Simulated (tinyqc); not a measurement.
Inside a calculation. Model: all-pass ring resonator.

Computed by the program tinyqc: `OMP_NUM_THREADS=1 python tinyqc.py 2650007 2650008 out.jsonl`, one thread of a shared Intel Xeon 2.30GHz, about 0.01 s for the whole run. Printed values are rounded.

A ring of length L = 2 pi Rr coupled to one bus waveguide: round-trip amplitude a = 10^(-al L/20), self-coupling t = sqrt(1 - k2). At detuning d from the resonance the round-trip phase is p = 2 pi d/FSR and the transmission T = (a^2 - 2 a t cos p + t^2)/(1 - 2 a t cos p + a^2 t^2). Lossless coupler, linear absorption only.

Parameters, values chosen for the exercise; values close to those of silicon nitride waveguides:

| symbol | value | unit | meaning |
|---|---|---|---|
| lam | 1550 | nm | cold resonance wavelength |
| Rr | 50 | um | ring radius |
| ng | 1.98 |  | group index |
| al | 0.65 | dB/cm | propagation loss |
| k2 | 0.014 |  | power coupling |
| dT | 2.3e-5 | 1/K | thermo-optic change of the effective index |
| Rt | 3.4 | K/mW | thermal resistance |
| fa | 0.89 |  | share of the loss that heats the ring |
| Pin | 0.14 | mW | input power |
| dl | -6.9 | pm | laser detuning from the cold resonance |

Constants: c = 299792458 m/s. Results are converted to the units shown.

## Resonance parameters

FSR = lam^2/(ng L), finesse F = pi sqrt(a t)/(1 - a t), FWHM = FSR/F, Q = lam/FWHM, Tmin = (a - t)^2/(1 - a t)^2, power build-up k2 a^2/(1 - a t)^2, optical bandwidth c/(lam Q).

a = 0.9976518
t = 0.9929753
FSR = 3.862321 nm
F = 334.1950
FWHM = 11.55709 pm
Q = 1.341169e5
Tmin = -6.023838 dB
build-up = 159.1728
bandwidth = 1.442134 GHz

The ring is overcoupled; critical coupling needs k2 = 1 - a^2 = 0.00469.

## Iteration 1: thermal shift of the resonance

s at the start = 0 pm

T is the transmission at d = dl - s, p = 2 pi d/FSR; out = (lam dT/ng) Rt fa (1 - T) Pin; s(new) = out.

d = -6.9 pm
T = 0.6907461
out = 2.358883 pm
s after iteration 1 = 2.358883 pm

## Iteration 2: thermal shift of the resonance

As before.

d = -9.258883 pm
T = 0.7897032
out = 1.604072 pm
s after iteration 2 = 1.604072 pm

## Course of the iteration: thermal shift of the resonance

Stop when s changes by less than 1e-7 pm, or after 200 iterations.

Course of the iteration:

| iteration | s (pm) | \|change\| (pm) |
|---|---|---|
| 1 | 2.358883 | 2.36 |
| 2 | 1.604072 | 0.755 |
| 3 | 1.807517 | 0.203 |
| 4 | 1.749565 | 0.0580 |
| 5 | 1.765829 | 0.0163 |
| 6 | 1.761245 | 4.58e-3 |
| 7 | 1.762535 | 1.29e-3 |
| 8 | 1.762172 | 3.63e-4 |
| 9 | 1.762274 | 1.02e-4 |
| 10 | 1.762246 | 2.88e-5 |
| 11 | 1.762254 | 8.11e-6 |
| 12 | 1.762251 | 2.28e-6 |
| 13 | 1.762252 | 6.43e-7 |
| 14 | 1.762252 | 1.81e-7 |
| 15 | 1.762252 | 5.10e-8 |

Converged in 15 iterations. At the end each change is about 0.28 times the one before, with alternating sign: linear convergence. The equation has 1 root(s).
